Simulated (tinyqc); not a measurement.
Inside a calculation. Model: cell-based percolation model of oxide breakdown.

Numbers from tinyqc (`OMP_NUM_THREADS=1 python tinyqc.py 2070029 2070030 out.jsonl`; about 0.01 s on one thread of a shared Intel Xeon 2.30GHz). Printed values are rounded.

The oxide, of thickness n a, is cut into cubic cells. A cell is defective with the chance l = 1 - exp(-a^3 N), N = N1 (t/1 s)^al. A column of n defective cells breaks the oxide down, and the area holds M = A/a^2 independent columns: 1 - F = (1 - l^n)^M.

Inputs (values chosen for the exercise): edge of a cell a = 0.9 nm; cells across the oxide n = 6; area A = 1.4 um^2; exponent of defect growth al = 0.39; defect density after 1 s N1 = 1.2e18 cm^-3.

## Critical defect density

At F = 1 - 1/e: l_c = (1 - exp(-1/M))^(1/n), N_bd = -ln(1 - l_c)/a^3, t63 = (N_bd/N1)^(1/al). W = ln(-ln(1 - F)); for small l, W = ln M + n ln(a^3 N), so the Weibull slope is n al.

thickness = 5.4 nm
M = 1.728395e6
l_c = 0.09128361
N_bd = 1.313062e20 cm^-3
N_bd times thickness = 7.090536e13 cm^-2
t63 = 1.692279e5 s
n al = 2.34

## The distribution

t, point 0 to 6 (s): [3300, 8800, 24000, 63000, 1.3e5, 1.7e5, 2.5e5]

N, l, F and W = ln(-ln(1 - F)) at each time; the slope is taken between the end points.

```
point    N (cm^-3)           l            F          W
0      2.827494e19  0.02040145  1.246183e-4  -8.990193
1      4.145047e19  0.02976541  0.001201306  -6.723745
2      6.130045e19  0.04370422   0.01197211  -4.419159
3      8.931493e19  0.06303616    0.1027654  -2.221577
4      1.184729e20  0.08274225    0.4257181  -0.589445
5      1.315395e20  0.09143816    0.6358544   0.010150
6      1.528896e20   0.1054697    0.9073644   0.866715
```

slope = 2.277717

The slope is 2.7 % below n al, since l grows a little more slowly than N.
